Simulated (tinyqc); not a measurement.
Decay across the direct gap: complex band structure along [001] in sp3s* tight binding.

For k = (0, 0, kz) the phase sums are g0 = cos(phi) and g3 = i sin(phi), phi = kz a/4, and the s, pz, s* orbitals of anion (a) and cation (c) decouple from px, py. With z = exp(i phi), H(z) = H0 + z T + T^T/z for any complex z. H0 is diagonal (Esa, Epa, Exa, Esc, Epc, Exc). The anion-cation block is B(z) = z U + W/z and the cation-anion block z W^T + U^T/z, where U has Vss/2 (s,s), Vsapc/2 (s,z), -Vscpa/2 (z,s), Vxx/2 (z,z), Vxapc/2 (s*,z), -Vpaxc/2 (z,s*), and W has the same values with the s-z and s*-z signs reversed. |z| = 1 is a band state, |z| < 1 decays along [001] as exp(-kappa d) over a distance d, kappa = -(4/a) ln|z|. No spin-orbit coupling.

Constants: hbar^2/2m0 = 3.80998211 eV angstrom^2.

Parameters, chosen for this exercise (out of a larger set: near a published set for GaAs, fitted to gaps, whose masses and valley positions are rough (light masses up to twice too heavy); not measured data): p = (-8.332, 1.038, -2.663, 3.662, 8.587, 6.742, -6.502, 1.957, 5.095, 4.515, 5.796, 4.86, 4.781) eV (order Esa, Epa, Esc, Epc, Exa, Exc, Vss, Vxx, Vxy, Vsapc, Vscpa, Vxapc, Vpaxc); a = 5.653 angstrom (lattice constant).

Ev = -0.00610 eV
EG (direct gap) = 1.60158 eV

masses of this model, from the curvature at Gamma (m0): m_lh 0.09152, m_e 0.12299

kappa of the imaginary branch at Gamma against three formulas: parabolic from the valence edge, sqrt(m_lh E/c); parabolic from the conduction edge, sqrt(m_e (EG - E)/c); two-band (Franz), sqrt(m E (1 - E/EG)/c) with m = 2 m_lh m_e/(m_lh + m_e). E from Ev; c = hbar^2/2m0.

kappa (1/angstrom):

| E/EG | E (eV) | tight binding | parabolic, valence | parabolic, conduction | two-band |
|---|---|---|---|---|---|
| 0.05 | 0.0801 | 0.0429 | 0.0439 | 0.2216 | 0.0458 |
| 0.15 | 0.2402 | 0.0711 | 0.0760 | 0.2096 | 0.0750 |
| 0.25 | 0.4004 | 0.0871 | 0.0981 | 0.1969 | 0.0910 |
| 0.35 | 0.5606 | 0.0971 | 0.1160 | 0.1833 | 0.1002 |
| 0.50 | 0.8008 | 0.1037 | 0.1387 | 0.1608 | 0.1050 |
| 0.65 | 1.0410 | 0.1012 | 0.1581 | 0.1345 | 0.1002 |
| 0.75 | 1.2012 | 0.0935 | 0.1699 | 0.1137 | 0.0910 |
| 0.85 | 1.3613 | 0.0786 | 0.1808 | 0.0881 | 0.0750 |
| 0.95 | 1.5215 | 0.0490 | 0.1912 | 0.0508 | 0.0458 |

What can be read from this table?

The branch joins the light-hole and conduction bands and peaks, among these rows, at E/EG = 0.50 with kappa = 0.1037 1/angstrom. At mid-gap the parabola from the conduction edge is +55 % off and the two-band form +1.2 %; over 5 nm the parabola would misstate exp(-2 kappa d) by a factor 300.

(tinyqc, `OMP_NUM_THREADS=1 python tinyqc.py 1452708 1452709 out.jsonl`, Intel(R) Xeon(R) Processor @ 2.30GHz, 1 thread, shared host, about 0.01 s.)
